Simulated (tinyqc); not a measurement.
Resistance of a source-drain extension with a graded tip: one step of the calculation.

y runs along the channel, the gate covers y > 0. The doping is N0 for y < y0 and N0 10^(-(y - y0)/la) beyond, uniform over the depth xj. Sheet conductance s(y) = q mu(N) max(N - Nch, 0) xj + (for y > 0) ma Cox Vo, with mu(N) = u0 + (u1 - u0)/(1 + (N/Nr)^au) and Cox = eps0 eox/tox. Current is taken as one-dimensional; depletion of the tip, spreading and the contact are left out. The metallurgical junction lies at yj, where N = Nch.

Problem. Resistance of the overlapped part. Midpoint rule on 9 equal steps from 0 to yj: R_ov = sum h/s(y), per width.

Values chosen for this exercise; mobility law close to that of electrons in silicon: relative permittivity of the gate insulator (close to silicon dioxide) eox = 3.9; insulator thickness tox = 2.7 nm; active doping of the extension far from the gate N0 = 1e20 cm^-3; lateral abruptness la = 5 nm/decade; position under the gate where the fall begins (gate edge at 0) y0 = 1.7 nm; depth of the extension xj = 7 nm; channel doping Nch = 2.6e18 cm^-3; gate overdrive Vo = 0.38 V; mobility of the gate-induced layer ma = 190 cm^2/(V s); mobility at low doping u1 = 1414 cm^2/(V s); mobility at high doping u0 = 68.5 cm^2/(V s); reference doping Nr = 9.2e16 cm^-3; exponent au = 0.711.

Constants: q = 1.602176634e-19 C, eps0 = 8.8541878128e-14 F/cm where lengths are in cm. Results are converted to the units shown.

Give: y; N; doped conductance; sheet resistance; R_ov.

Solution.

```
point,y (nm),N (cm^-3),doped conductance (uS),sheet resistance (ohm/square)
0,0.5347,1.000e20,849.5,1062
1,1.604,1.000e20,849.5,1062
2,2.674,6.387e19,558.1,1537
3,3.743,3.903e19,353.3,2244
4,4.813,2.385e19,223.7,3164
5,5.882,1.457e19,140.0,4304
6,6.951,8.906e18,83.93,5673
7,8.021,5.443e18,44.19,7325
8,9.090,3.326e18,13.51,9448
```

R_ov = 38.31 ohm um

Program tinyqc, `OMP_NUM_THREADS=1 python tinyqc.py 2282264 2282265 out.jsonl`; Intel Xeon 2.30GHz, shared host, one thread, about 0.04 s.
